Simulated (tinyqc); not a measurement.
Born-Mayer model of an ionic crystal AB: one step, computed by the program tinyqc. Command: `OMP_NUM_THREADS=1 python tinyqc.py 3017904 3017905 out.jsonl bornmayer walk`. One thread of a shared host (Intel(R) Xeon(R) Processor @ 2.30GHz), about 0.01 s of CPU time with the checks.

Energies are per ion pair and r is the nearest distance of unlike ions.

Question. Terms of the lattice energy. Madelung constant M, unlike neighbours z1, like neighbours z2 at f r, volume per pair: rock salt 1.747565, 6, 12, sqrt2, 2 r^3; caesium chloride 1.762675, 8, 6, 2/sqrt3, 8 r^3/(3 sqrt3); zinc blende 1.638055, 4, 12, sqrt(8/3), 16 r^3/(3 sqrt3). U(r) = -M z^2 e^2/(4 pi eps_0 r) + z1 lambda exp(-r/rho) + z2 [lambda2 exp(-f r/rho) - C/(f r)^6] (one mean like-ion term for both sublattices).

Inputs (values chosen for the exercise, for a model salt):
```
quantity                        value           unit
ionic charge z                      2              -
unlike repulsion lambda           530             eV
range rho                        0.35       angstrom
like repulsion lambda2           2400             eV
dispersion C between like ions     29  eV angstrom^6
```

Structure: rock salt. Short range: with like-ion terms.

equilibrium distance r0 = 2.368724 angstrom

Constants: e^2/(4 pi eps_0) = 14.39964548 eV angstrom.

Give: terms; lattice energy U.

Answer.

terms (eV): Coulomb -42.494, unlike repulsion 3.658, like repulsion 2.008, dispersion -0.246

lattice energy U = -37.075 eV per pair

The short-range terms together cancel 12.8 % of the Coulomb energy.
